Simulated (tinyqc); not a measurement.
# Heisenberg spin cluster by exact diagonalisation: multiplets, susceptibility, level crossings, step by step

A worked calculation. Computed by tinyqc, a small Python program that keeps every step. Command: `OMP_NUM_THREADS=1 python tinyqc.py 3025733 3025734 out.jsonl spincl walk`. One thread of a shared host (Intel(R) Xeon(R) Processor @ 2.30GHz), about 0.01 s of CPU time with the checks. Intermediate numbers are printed to about 5 digits and carried at full precision; extremes and crossings named in words are read from the listed rows.

H = J1 sum S_i.S_j over the bonds 1-2 - g mu_B B S_z; J > 0 is antiferromagnetic.

Inputs (values chosen for the exercise, for a model cluster):

| quantity | value | unit |
|---|---|---|
| exchange J1 | 7.37 | meV |
| g factor | 2.14 | - |
| temperature T | 28 | K |
| field B | 3.9 | T |

Cluster: dimer. Spin s of each site: 2.5.

Constants: k_B = 8.617333262e-05 eV/K; mu_B = 5.7883818060e-05 eV/T.

## The block with S_z = 0

Basis: products of m values. S_i.S_j = m_i m_j on the diagonal and (1/2) sqrt[s(s+1) - m_i(m_i+1)] sqrt[s(s+1) - m_j(m_j-1)], s the spin of a site, between states that differ by one flip up and one down.

H at B = 0 (meV), lower triangle (symmetric):
```
           +2.5 -2.5  +1.5 -1.5  +0.5 -0.5  -0.5 +0.5  -1.5 +1.5  -2.5 +2.5
+2.5 -2.5   -46.0625
+1.5 -1.5    18.4250   -16.5825
+0.5 -0.5     0.0000    29.4800    -1.8425
-0.5 +0.5     0.0000     0.0000    33.1650    -1.8425
-1.5 +1.5     0.0000     0.0000     0.0000    29.4800   -16.5825
-2.5 +2.5     0.0000     0.0000     0.0000     0.0000    18.4250   -46.0625
```

## Multiplets

Every multiplet has one member in the block S_z = 0; diagonalise it and read the total spin from <S^2> = S (S + 1).

Levels at B = 0:

| E (meV) | total S | number of multiplets |
|---|---|---|
| -64.4875 | 0 | 1 |
| -57.1175 | 1 | 1 |
| -42.3775 | 2 | 1 |
| -20.2675 | 3 | 1 |
| 9.2125 | 4 | 1 |
| 46.0625 | 5 | 1 |

ground energy = -64.4875 meV

gap to the next level = 7.37 meV

The ground state has S = 0; the next level has S = 1. The highest spin, S = 5, lies at 46.06 meV, s^2 times the sum of all J, s the spin of a site.

## Thermal averages at zero field

Z = sum k (2S + 1) exp(-E/(k_B T)) over the table, k the number of multiplets; <S^2> likewise with the factor S (S + 1); chi T = N_A g^2 mu_B^2 <S^2>/(3 k_B) = 0.125049 g^2 <S^2> cm^3 K/mol (cgs, per mole of clusters); C = (<E^2> - <E>^2)/(k_B T)^2; entropy = ln Z + <E>/(k_B T).

<S^2> = 0.25047

chi T = 0.14344 cm^3 K/mol

heat capacity = 1.0478 k_B

entropy = 0.51528 k_B

Free spins would give <S^2> = 17.5 and the entropy 3.584 k_B; chi T is 1 % of the free value.

## Magnetisation in the field

Each multiplet splits as E - g mu_B B m; <S_z> is the Boltzmann mean. The first level crossing is at the smallest (E_S - E_0)/(g mu_B (S - S_0)) over higher spins (0 if the ground state has the highest spin).

<S_z> = 0.016803

first crossing field = 59.497 T

Linear response would give g mu_B B <S^2>/(3 k_B T) = 0.0167.

## Susceptibility against the Curie-Weiss form

High-temperature form: chi T = C0/(1 - theta/T), C0 = 0.125049 g^2 n s (s + 1), k_B theta = -(2/3) s (s + 1) (sum of J over bonds)/n, n = 2; a dash where T <= 1.05 theta.

theta = -249.45 K

Against temperature:

| T (K) | chi T (cm^3 K/mol) | Curie-Weiss | chi (cm^3/mol) | C (k_B) |
|---|---|---|---|---|
| 8.5 | 1.4663e-04 | 0.3302 | 1.7250e-05 | 0.0130 |
| 17.0 | 2.2021e-02 | 0.6394 | 1.2953e-03 | 0.4775 |
| 30.0 | 1.7193e-01 | 1.0759 | 5.7310e-03 | 1.0770 |
| 51.0 | 4.7474e-01 | 1.7012 | 9.3086e-03 | 1.0442 |
| 85.0 | 9.3934e-01 | 2.5470 | 1.1051e-02 | 1.0092 |
| 140.0 | 1.6793e+00 | 3.6027 | 1.1995e-02 | 1.0013 |
| 210.0 | 2.6074e+00 | 4.5807 | 1.2416e-02 | 0.9701 |
| 340.0 | 4.1477e+00 | 5.7807 | 1.2199e-02 | 0.7793 |
| 680.0 | 6.5369e+00 | 7.3321 | 9.6130e-03 | 0.3336 |
| 1400.0 | 8.2462e+00 | 8.5062 | 5.8902e-03 | 0.0922 |

The Curie-Weiss form is within 3 % in the last 0 rows. chi passes a maximum, at 210 K among these rows, the mark of a singlet ground state; among these rows C is largest at 30 K, and the gap is 85.5 K.

Checks made by the program: the trace of H and the count of states (relative difference below 1e-10).
